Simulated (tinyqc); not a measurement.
Thin-body transistor below threshold, two-dimensional Poisson equation on a small mesh: one step of the calculation.

A thin body on a thick buried insulator of low permittivity, taken as carrying no normal field at the bottom of the body (row 0). Mobile charge is neglected (subthreshold), the body is fully depleted, and potentials are counted from the intrinsic level; rows run upward to the gate, columns from source to drain.

Problem. Gauss-Seidel sweep. Free nodes: rows 0..4, columns 1..6, taken row by row from row 0, left to right. t = (up psi(above) + dn psi(below) + lat [psi(left) + psi(right)] + s)/(up + dn + 2 lat), with the newest neighbours; psi(new) = t.

psi after iteration 1 (V):
```
,j=0,j=1,j=2,j=3,j=4,j=5,j=6,j=7
row 0,0.49000000,0.05639352,0.01240730,0.00794522,0.00749258,0.00744666,0.08656732,0.79000000
row 1,0.49000000,0.07488400,0.01524248,0.00741388,0.00643933,0.00632216,0.11696971,0.79000000
row 2,0.49000000,0.08225351,0.01712004,0.00739258,0.00601738,0.00583118,0.12903700,0.79000000
row 3,0.49000000,0.05677462,0.01402576,0.00911144,0.00849231,0.00841158,0.08662526,0.79000000
row 4,0.25000000,0.04393079,0.01364467,0.00980308,0.00931768,0.00925523,0.06537150,0.40000000
row 5,0.01000000,0.01000000,0.01000000,0.01000000,0.01000000,0.01000000,0.01000000,0.01000000
```

```
row,up,dn,lat,s (V)
0,22.992857,0,2.9261261,-0.066314336
1,22.992857,22.992857,5.8522523,-0.13262867
2,22.992857,22.992857,5.8522523,-0.13262867
3,71.428571,22.992857,7.3011261,-0.066314336
4,71.428571,71.428571,8.75,0
```

Find: psi after iteration 2.

Solution.

psi after iteration 2 (V):
```
,j=0,j=1,j=2,j=3,j=4,j=5,j=6,j=7
row 0,0.49000,0.10836,0.02165,0.00657,0.00426,0.01195,0.17229,0.79000
row 1,0.49000,0.12492,0.02658,0.00661,0.00311,0.01697,0.19966,0.79000
row 2,0.49000,0.12156,0.02697,0.00731,0.00366,0.02128,0.19410,0.79000
row 3,0.49000,0.08756,0.02049,0.00930,0.00745,0.01624,0.13715,0.79000
row 4,0.25000,0.05784,0.01727,0.01005,0.00883,0.01574,0.08823,0.40000
row 5,0.01000,0.01000,0.01000,0.01000,0.01000,0.01000,0.01000,0.01000
```

tinyqc, about 0.1 s, one thread, Intel Xeon 2.30GHz (shared host): `OMP_NUM_THREADS=1 python tinyqc.py 2480015 2480016 out.jsonl`
